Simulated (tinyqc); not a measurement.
Global model of a low-pressure process discharge: electron temperature, density, ion flux and ion energy: one step, computed by the program tinyqc. Command: `OMP_NUM_THREADS=1 python tinyqc.py 3114373 3114374 out.jsonl plasma walk`. One thread of a shared host (Intel(R) Xeon(R) Processor @ 2.30GHz), about 0.01 s of CPU time with the checks.

Maxwellian electrons with temperature T_e in eV, one positive ion, no negative ions, uniform bulk density n; rate constants have the Arrhenius form.

Problem. Energy per pair and density. E_c = E_iz + (X0 exp(-E_ex/T_e) E_ex + K_el (3 m_0/M) T_e)/K_iz; wall potential V_s = (T_e/2) ln(M/(2 pi m_0)); E_T = E_c + 2 T_e + T_e/2 + V_s; n = P/(e u_B A_eff E_T); ion current density J = e h_L n u_B; ionised share n/n_g.

Inputs (values chosen for the exercise, of the order of those of an inductive discharge in a simple atomic gas): ion mass M = 28 u; ionisation energy E_iz = 13.5 eV; excitation prefactor X0 = 9.4e-15 m^3/s; excitation energy E_ex = 8.72 eV; elastic rate constant K_el = 6.8e-14 m^3/s; gas temperature T_g = 300 K; absorbed power P = 250 W.

T_e = 2.937409 eV

K_iz = 6.358753e-16 m^3/s

Bohm velocity u_B = 3181.514 m/s

A_eff = 785.9660 cm^2

h_L = 0.3832376

gas density n_g = 9.415862e+19 1/m^3

Constants: m_0 = 9.1093837015e-31 kg; u = 1.6605390666e-27 kg; e = 1.602176634e-19 C.

Give: collisional loss per pair E_c; wall potential V_s; E_T; plasma density n; ion current density J; ionised share.

Solution.

collisional loss per pair E_c = 20.14 eV

wall potential V_s = 13.22 V

E_T = 40.71 eV

plasma density n = 1.533e+11 1/cm^3

ion current density J = 2.995 mA/cm^2

ionised share = 0.001628

Collisions take 49 % of the power and the walls the rest. T_e came from the particle balance alone; the power sets only n.
